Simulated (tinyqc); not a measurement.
Voltage acceleration of oxide breakdown, four models on the same data: one step of the calculation.

Field E = V/tox in MV/cm. Models: ln(t63/1 s) = a - c X with X = E (E model), -1/E (1/E model), ln V (power law, c the exponent n) or sqrt(E).

Task. Projection to use conditions. Project to Vu, multiply by exp[(Ea q/kB)(1/Tu - 1/Ts)] and by ks; ten years are 3.15576e8 s. The largest voltage for ten years solves the same relation for V.

Inputs (values chosen for the exercise):
```
symbol,value,unit,meaning
tox,4.1,nm,oxide thickness
Vu,2.5,V,use voltage
Ts,373,K,stress temperature
Tu,328,K,use temperature
Ea,0.7,eV,activation energy
ks,0.00063,,factor for area and percentile
```

Constants: q = 1.602176634e-19 C, kB = 1.380649e-23 J/K. Results are converted to the units shown.

c, model E to sqrt E: [2.9880163, 448.62287, 36.800155, 20.999235]
a, model E to sqrt E: [45.319331, -28.412186, 67.856533, 82.087740]

Find: temperature factor; lifetime; largest voltage for ten years.

Result.

temperature factor = 19.842
lifetime, model E to sqrt E (years): [232.86, 1.6271e10, 2.6503e5, 5348.3]
largest voltage for ten years, model E to sqrt E (V): [2.9319, 3.5126, 3.2971, 3.1424]

The lifetimes span 7.84 decades, from the E model (most cautious) to the 1/E model; the allowed voltage spans 2.93 to 3.51 V. 4 of the four models pass ten years at Vu. Lifetimes beyond a thousand years are formal extrapolations.

Range of the model: All four laws are empirical fits; none is established far below the stress range.

tinyqc, about 0.01 s, one thread, Intel Xeon 2.30GHz (shared host): `OMP_NUM_THREADS=1 python tinyqc.py 2070166 2070167 out.jsonl`
